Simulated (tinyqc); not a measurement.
Changing the saturation temperature T: liquidus of a compound AB in a simple-solution melt, liquid-phase epitaxy and vapour pressures. Computed by tinyqc, a small Python program. Command: `OMP_NUM_THREADS=1 python tinyqc.py 3027005 3027006 out.jsonl liq35 sweep`. One thread of a shared host (Intel(R) Xeon(R) Processor @ 2.30GHz), about 0.02 s of CPU time with the checks.

x is the atom fraction of B in the melt. The melt is a simple solution: R T ln gamma_B = W (1 - x)^2, R T ln gamma_A = W x^2, W = a + b T. The solid AB is stoichiometric.

Inputs (values chosen for the exercise, for a model compound):

| quantity | value | unit |
|---|---|---|
| melting point T_F | 1176 | K |
| entropy of fusion S_F | 64.3 | J/(mol K) |
| interaction a | 18.9 | kJ/mol |
| interaction slope b | -47.7 | J/(mol K) |
| step dT | 5.6 | K |
| cooling rate c | 0.15 | K/min |
| growth time t | 0.45 | min |
| diffusivity in the melt D | 2.5e-05 | cm^2/s |
| molar volume of the melt V_L | 17.2 | cm^3/mol |
| lattice constant a0 | 6.058 | angstrom |
| melt depth w | 3.4 | mm |
| heat of evaporation of A | 266 | kJ/mol |
| entropy of evaporation of A | 108 | J/(mol K) |
| heat of evaporation of B as (1/2) B2 | 101 | kJ/mol |
| entropy of evaporation of B as (1/2) B2 | 70.8 | J/(mol K) |

Growth programme: supercooling (step, then ramp).

Constants: R = 8.314462618 J/(mol K); N_A = 6.02214076e+23 1/mol; k_B = 8.617333262e-05 eV/K.

Method:
- Liquidus (Vieland): f(x) = R T ln[4 x (1 - x)] + 2 W (1/2 - x)^2 + S_F (T_F - T) = 0.
- Newton steps with f' = (1 - 2x)[R T/(x (1 - x)) - 2 W], from the dilute estimate x = (1/4) exp[-(S_F (T_F - T) + W/2)/(R T)]; stop below 1e-13; f under 1e-6 shown as 0.
- dx/dT = -(df/dT)/f', df/dT = R ln[4 x (1 - x)] + 2 b (1/2 - x)^2 - S_F, f' = (1 - 2x)[R T/(x (1 - x)) - 2 W]. Concentrations: C_L = x N_A/V_L in the melt, C_S = 4/a0^3 in the solid; m = dT/dC_L.
- Semi-infinite melt (Hsieh): step d = 2 dT sqrt(D t/pi)/(C_S m); ramp d = (4/3) c sqrt(D/pi) t^(3/2)/(C_S m); supercooling is their sum. A melt of depth w can give at most w (undercooling)/(C_S m).
- Over the A-rich liquidus: p_A = gamma_A (1 - x) exp(S_A/R - H_A/(R T)), p_B2 = [gamma_B x exp(S_B/R - H_B/(R T))]^2, in bar. Free evaporation is congruent while the A flux over this liquidus is at least the B flux; with A and B2 taken as equal in mass for the estimate, T_c solves p_A = 2 p_B2.

One run for each value:

| saturation temperature T (K) | solubility x | thickness d (micrometre) | apparent heat of solution k_B T^2 d ln x/dT (eV) | log10 p_A | log10 p_B2 |
|---|---|---|---|---|---|
| 647 | 0.0014 | 0.106 | 0.8770 | -15.83 | -16.57 |
| 703 | 0.0047 | 0.308 | 0.8637 | -14.12 | -14.42 |
| 759 | 0.0133 | 0.713 | 0.8290 | -12.67 | -12.58 |
| 814 | 0.0303 | 1.310 | 0.7656 | -11.44 | -11.01 |
| 870 | 0.0590 | 1.984 | 0.6812 | -10.36 | -9.59 |
| 926 | 0.0989 | 2.586 | 0.6001 | -9.42 | -8.32 |
| 982 | 0.1484 | 3.109 | 0.5403 | -8.61 | -7.16 |

Over the rows, solubility x rises from 0.00136 to 0.148 (exponent d ln y / d ln x 15 between the first rows and 6.9 between the last); thickness d (micrometre) rises from 0.106 to 3.11 (exponent d ln y / d ln x 13 between the first rows and 3.1 between the last); apparent heat of solution k_B T^2 d ln x/dT (eV) falls from 0.877 to 0.540 (exponent d ln y / d ln x -0.18 between the first rows and -1.8 between the last). At fixed undercooling the thickness follows dx/dT, so hot melts grow fast and thin layers need cool ones. Left out: 1040, 1090 (the run failed its checks).

Extremes, crossings and ranges named in words are read from the listed rows.
